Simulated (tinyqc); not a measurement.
LCCD on RHF in the 6-31g basis, for H2, spin multiplicity 1, step by step. One step of it, computed by the program tinyqc.

Task: Iteration 8 (converged): orbitals. Diagonalise F' = X^T F X, C = X C', fill 1 alpha and 1 beta electrons from the bottom; D = 2 C_occ C_occ^T. Each column has its largest component positive (the first on a tie).

converged F (hartree), lower triangle:
```
           1H 1s      1H 2s      2H 1s      2H 2s
1H 1s   0.105900
1H 2s  -0.414788  -0.303921
2H 1s  -0.383447  -0.398132   0.105900
2H 2s  -0.398132  -0.354770  -0.414788  -0.303921
```

X:
```
               1          2          3         4
1H 1s  -0.702955   0.887931   0.681273  0.274108
1H 2s   1.615965  -0.697885   0.296358  0.348753
2H 1s   0.702955   0.887931  -0.681273  0.274108
2H 2s  -1.615965  -0.697885  -0.296358  0.348753
```

Give: F' = X^T F X; orbital energies; coefficients C; D after iteration 8.

Result:

F' = X^T F X (hartree), lower triangle:
```
         1        2       3        4
1   0.8249
2   0.0000   0.9357
3  -0.4497   0.0000  0.4497
4   0.0000  -0.0069  0.0000  -0.5128
```

orbital energies (hartree): MO1 -0.5128, MO2 0.1500, MO3 0.9357, MO4 1.1246

coefficients C:
```
          MO1      MO2      MO3      MO4
1H 1s  0.2783   0.1771   0.8866  -0.9628
1H 2s  0.3454   1.1428  -0.6995   1.1804
2H 1s  0.2783  -0.1771   0.8866   0.9628
2H 2s  0.3454  -1.1428  -0.6995  -1.1804
```

D after iteration 8, lower triangle:
```
        1H 1s   1H 2s   2H 1s   2H 2s
1H 1s  0.1550
1H 2s  0.1923  0.2386
2H 1s  0.1550  0.1923  0.1550
2H 2s  0.1923  0.2386  0.1923  0.2386
```
